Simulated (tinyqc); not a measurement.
Gated two-dimensional channel with two bands, quantum capacitance: one step of the calculation.

phi is the Fermi level above the lowest band edge, in volts; Vg is counted from the gate voltage at which an empty channel would have phi = 0. The channel has no thickness; trap charge is -q Dit phi.

Question. Charge and capacitances at the solution. D1 = gv md m0 q/(pi hbar^2), D2 = g2 m2 m0 q/(pi hbar^2) per eV; n1 = D1 Vt ln(1 + exp(phi/Vt)), n2 = D2 Vt ln(1 + exp((phi - E2)/Vt)), n = n1 + n2; Cq = q dn/dphi = q [D1/(1 + exp(-phi/Vt)) + D2/(1 + exp((E2 - phi)/Vt))]. 1/C_G = 1/Cox + 1/(Cq + q Dit); dphi/dVg = Cox/(Cox + Cq + q Dit).

Inputs (values chosen for the exercise); lowest band close to that of monolayer WSe2:
```
symbol,value,unit,meaning
T,150,K,temperature
md,0.338,m0,in-plane mass
gv,2,,valley degeneracy
m2,0.43,m0,"in-plane mass of a second band, chosen freely"
g2,2,,"valley degeneracy of that band, chosen freely"
E2,0.25,eV,second band edge above the first
Dit,8.3e11,cm^-2 eV^-1,density of traps
```

Constants: q = 1.602176634e-19 C, kB = 1.380649e-23 J/K, hbar = 1.054571817e-34 J s, m0 = 9.1093837015e-31 kg, Vt = kB T/q. Results are converted to the units shown.

converged phi = 0.010453870 V
Cox = 1.8174386 uF/cm^2

Find: n; Cq; C_G; dphi/dVg.

Answer.

n = 4.2967e12 cm^-2
Cq = 31.301 uF/cm^2
C_G = 1.7181 uF/cm^2
dphi/dVg = 0.054657

C_G is 94.5 % of Cox; 2.68 % of the gate voltage has gone into phi.

Program tinyqc, `OMP_NUM_THREADS=1 python tinyqc.py 2200059 2200060 out.jsonl`; Intel Xeon 2.30GHz, shared host, one thread, about 0.01 s.
